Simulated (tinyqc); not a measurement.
Inside a calculation. Model: floating body of a partially depleted SOI transistor: body voltage and kink.

Computed by the program tinyqc: `OMP_NUM_THREADS=1 python tinyqc.py 2182082 2182083 out.jsonl`, one thread of a shared Intel Xeon 2.30GHz, about 0.2 s for the whole run. Printed values are rounded.

Source at 0 V. Channel current Ic = 2 nf K Vt^2 [F(0) - F(Vd)](1 + la Vd), F(V) = ln^2(1 + exp((Vg - VT - nf V)/(2 nf Vt))), VT = VT0 - gb Vb. Saturation voltage Vs = 2 Vt sqrt(F(0)) + 3 Vt, excess Ve = (Vd - Vs + sqrt((Vd - Vs)^2 + 0.0004 V^2))/2, multiplication M1 = Ai Ve exp(-Bl/Ve). Each junction passes D(v) = J1 (exp(v/Vt) - 1) + J2 (exp(v/(2 Vt)) - 1). Bipolar current Ib = bb J1 (exp(Vb/Vt) - 1). The body settles where M1 (Ic + Ib) = D(Vb) + D(Vb - Vd) + Vb/Rb; drain current Id = (1 + M1)(Ic + Ib) - D(Vb - Vd).

Inputs (values chosen for the exercise); values of the order met in partially depleted silicon-on-insulator transistors:
- T = 300 K (temperature)
- VT0 = 0.35 V (threshold at zero body voltage)
- gb = 0.18 (fall of the threshold per volt of body voltage)
- nf = 1.35 (slope factor)
- K = 130 uA/(V^2 um) (gain factor per width)
- la = 0.03 1/V (channel-length modulation factor)
- Ai = 1.6 1/V (impact-ionisation prefactor)
- Bl = 5.8 V (impact-ionisation voltage)
- J1 = 3e-13 uA/um (diffusion saturation current of each junction)
- J2 = 8.1e-9 uA/um (recombination saturation current of each junction)
- bb = 0.5 (gain of the lateral bipolar transistor on the diffusion current)
- Rb = 3e5 kohm um (resistance of a weak body tie to the source (1e9 stands for no tie, and the term is then dropped))
- Vg = 0.64 V (gate voltage)
- Vd = 2.2 V (drain voltage)

Constants: q = 1.602176634e-19 C, kB = 1.380649e-23 J/K, Vt = kB T/q. Results are converted to the units shown.

Range of the model: The multiplication law is an empirical form chosen for the exercise; self-heating and capacitive coupling to the body are left out, and the linear laws are rough once Vb passes about 0.7 V or M1 about 0.1.

## Starting value

Vb = 0.67 V.

Vb at the start = 0.67 V

## Iteration 1: new Vb

Current into the body I_in = M1 (Ic + Ib) - D(Vb - Vd), current out I_out = D(Vb) + Vb/Rb; f = ln(I_in/I_out), s = df/dVb by central differences over 1e-5 V, Vb(new) = Vb - f/s.

Ic = 8.66135 uA/um
Ve = 1.81821 V
M1 = 0.119780
I_in = 1.04069 uA/um
I_out = 0.0596997 uA/um
f = 2.85831
s = -35.4918 1/V
Vb after iteration 1 = 0.750534 V

## Iteration 2: new Vb

As before.

Ic = 9.28184 uA/um
Ve = 1.80750 V
M1 = 0.116844
I_in = 1.15567 uA/um
I_out = 1.23653 uA/um
f = -0.0676307
s = -35.4868 1/V
Vb after iteration 2 = 0.748629 V

## Iteration 3: new Vb

As before.

Ic = 9.26690 uA/um
Ve = 1.80775 V
M1 = 0.116913
I_in = 1.14955 uA/um
I_out = 1.14940 uA/um
f = 1.32282e-4
s = -35.6239 1/V
Vb after iteration 3 = 0.748632 V

## Course of the iteration

Stop when the step is below 1e-10 V, or after 40 iterations.

Course of the iteration:
```
iteration  Vb before the step (V)  step (V)
1                            0.67    0.0805
2                        0.750534  -1.91e-3
3                        0.748629   3.71e-6
4                        0.748632  1.34e-11
```

Converged in 4 iterations.

## Drain current with floating and with grounded body

converged Vb = 0.748632 V

Id and VT at the converged Vb, Id at Vb = 0, their ratio, and the bipolar share Ib/(Ic + Ib).

VT = 0.215246 V
Id, floating = 10.9822 uA/um
Id, grounded = 4.98259 uA/um
ratio = 2.20411
bipolar share = 5.75298 %

The body rises to 0.749 V and lowers the threshold by 135 mV.
